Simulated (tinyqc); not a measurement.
# Metal-interlayer-semiconductor contact, depinning against tunnelling resistance: effects of single changes

Zero bias, n-type semiconductor. Gap states at the semiconductor surface thin out as exp(-be ti), which unpins the barrier; electrons must then cross the interlayer (a rectangular barrier, no voltage drop across it) and the parabolic depleted layer, both by WKB. Energies E are counted from the Fermi level; no image force, parabolic bands.

Values chosen for this exercise; semiconductor values close to those of In0.53Ga0.47As; interlayer mass of the order of that in aluminium oxide, offset chosen freely:
- T = 300 K (temperature)
- Eg = 0.747 eV (band gap)
- eps_r = 14 (relative permittivity)
- chi = 4.4 eV (electron affinity)
- Nc = 2.1e17 cm^-3 (conduction-band density of states at T)
- mt = 0.0406 m0 (tunnelling mass in the semiconductor)
- mA = 0.0409 m0 (Richardson mass)
- Nd = 1.2e19 cm^-3 (donor density)
- E0 = 0.51 eV (charge-neutrality level above the valence band)
- S0 = 0.15 (pinning factor without interlayer)
- phiM = 4.92 eV (metal work function)
- ti = 2 nm (interlayer thickness)
- dE = 2.53 eV (conduction-band offset of the interlayer above the semiconductor)
- mi = 0.35 m0 (tunnelling mass in the interlayer)
- be = 3.3 1/nm (decay constant of gap states through the interlayer)

Constants: q = 1.602176634e-19 C, kB = 1.380649e-23 J/K, eps0 = 8.8541878128e-12 F/m, hbar = 1.054571817e-34 J s, h = 6.62607015e-34 J s, m0 = 9.1093837015e-31 kg, Vt = kB T/q, hbar^2/(2 m0) = 0.0380998212 eV nm^2. Results are converted to the units shown.

Each table varies one quantity; the others keep the values above.

## Contact resistivity against the interlayer thickness

S = 1/(1 + (1/S0 - 1) exp(-be ti)); phiB = S (phiM - chi) + (1 - S)(Eg - E0); xi = Ec - EF deep inside, from Nd = Nc F(-xi/Vt), F(x) = (2/sqrt(pi)) int_0^infinity sqrt(u) du/(1 + exp(u - x)); band bending U = phiB - xi; E00 = (hbar/2) sqrt(Nd/(eps0 eps_r mt m0)) in volts; A = 4 pi q mA m0 kB^2/h^3. With U = phiB - xi: for xi < E < phiB, y = (E - xi)/U and G1 = (U/E00) [sqrt(1 - y) - y ln((1 + sqrt(1 - y))/sqrt(y))], G1 = 0 above phiB; G2 = 2 ti sqrt(mi max(phiB + dE - E, 0)/C), C = hbar^2/(2 m0); f = 1/(1 + exp(E/Vt)); 1/rho_c = (A T^2/Vt^2) times the integral of exp(-G1 - G2) f over E from xi upwards. Shares under 0.001 % are printed as 0; rows without band bending are left out.

The same in every row: E00/Vt = 3.30.

Contact resistivity against the interlayer thickness:
```
ti (nm),S,phiB (eV),rho_c (ohm cm^2),rho_c with G2 = 0 (ohm cm^2),peak of the integrand (eV),share above phiB (%)
0,0.150,0.279,6.12e-8,6.12e-8,-0.0308,0.00212
0.4,0.398,0.350,6.89e-6,1.08e-7,-0.0258,0
0.8,0.712,0.439,0.00104,2.29e-7,-0.0210,0
1.2,0.903,0.492,0.125,3.67e-7,-0.0176,0
1.6,0.972,0.512,10.8,4.37e-7,-0.0152,0
2,0.992,0.518,815,4.60e-7,-0.0132,0
2.4,0.998,0.519,5.83e4,4.66e-7,-0.0113,0
2.8,0.999,0.520,4.11e6,4.68e-7,-0.00946,0
3.2,1.00,0.520,2.87e8,4.68e-7,-0.00764,0
```

Read the table: what changes, and by how much?

As ti goes from 0 to 3.2, phiB rises from 0.279 to 0.520 eV and rho_c rises from 6.12e-8 to 2.87e8 ohm cm^2. No thickness listed beats the bare contact: tunnelling through the layer costs more than the change of the barrier gains. The ratio of rho_c to its value with G2 = 0 runs from 1.00 to 6.14e14.

## Contact resistivity against the conduction-band offset of the interlayer above the semiconductor

Same model as above.

The same in every row: S = 0.992; phiB (eV) = 0.518; E00/Vt = 3.30; rho_c with G2 = 0 (ohm cm^2) = 4.60e-7.

Results:
```
dE (eV),rho_c (ohm cm^2),peak of the integrand (eV),share above phiB (%)
0,0.00337,-2.88e-4,0.0115
0.5,0.112,-0.00653,0
1,1.66,-0.00936,0
1.5,16.1,-0.0111,0
2.5,734,-0.0132,0
3,3.91e3,-0.0139,0
```

Estimate the missing row, dE = 2 eV.

Computed row:
```
dE (eV),rho_c (ohm cm^2),peak of the integrand (eV),share above phiB (%)
2,120,-0.0123,0
```

With this row back in the table: As dE goes from 0 to 3, phiB stays at 0.518 eV and rho_c rises from 0.00337 to 3910 ohm cm^2. The ratio of rho_c to its value with G2 = 0 runs from 7330 to 8.50e9.

Range of the model: The depletion charge would drop about 0.54 V across such an interlayer (eps_r near 9) at ti = 2 nm and Nd = 1.2e19 cm^-3, against a band bending of 0.98 V; this model leaves that drop out.

tinyqc, about 0.02 s, one thread, Intel Xeon 2.30GHz (shared host): `OMP_NUM_THREADS=1 python tinyqc.py 2270122 2270123 out.jsonl`
